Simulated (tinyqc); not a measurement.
## Bulk resistivity and mean free path from two films

Inverse problem. In the thick-film limit single-crystal films obey rho = rho0 (1 + 3 (1 - ps) lam/(8 d)). Find rho0, lam and the product rho0 lam.

Inputs (values chosen for the exercise):

| symbol | value | unit | meaning |
|---|---|---|---|
| ps | 0 |  | specular share of surface scattering |

rho at d = 67 and 330 nm (uohm cm): [2.0325709, 1.7356432]

Answer. rho is a straight line in 1/d: the intercept is rho0 and the slope (3/8)(1 - ps) rho0 lam. Without ps only the product (1 - ps) lam could be found.

rho0 = 1.660 uohm cm
lam = 40.10 nm
rho0 lam = 66.57 uohm cm nm

tinyqc, about 0.01 s, one thread, Intel Xeon 2.30GHz (shared host): `OMP_NUM_THREADS=1 python tinyqc.py 2100084 2100085 out.jsonl`
